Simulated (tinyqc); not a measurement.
A ladder of methods, and size consistency: correlation methods against full CI in the 3-21g basis, for H2, spin multiplicity 1. Computed by the program tinyqc with PySCF. 

Geometry (angstrom):
```
atom,x,y,z
H,0.0000,0.0000,0.0000
H,0.0000,0.0000,0.7250
```

RHF energy of one = -1.122887 hartree

All electrons correlated; +Q is the Davidson correction (1 - c0^2) E_corr. The last columns treat two copies 100 angstrom apart as one system. FCI is the lowest singlet.

Correlation energies (hartree):
```
method,E_corr of one,share of FCI (%),E_corr of two at 100 angstrom,two minus twice one (mhartree)
MP2,-0.017173,69.9082,-0.034346,0.0000
CISD,-0.024565,100.0000,-0.048467,0.6635
CISD+Q,-0.024907,101.3907,-0.049755,0.0580
CCSD,-0.024565,100.0000,-0.049130,0.0000
CCSD(T),-0.024565,100.0000,-0.049130,0.0000
FCI,-0.024565,100.0000,-,-
```

MP2 recovers 70 %, CISD 100.0 % and CCSD 100.0 % of the FCI value (c0^2 = 0.986 in CISD). MP2 and coupled cluster are size consistent, so their last column vanishes; CISD loses 0.66 mhartree, since a double excitation on each copy is a quadruple of the pair, and the Davidson correction leaves +0.06. With two electrons, or one virtual orbital, CISD and CCSD are exact for one copy, so +Q overshoots there.
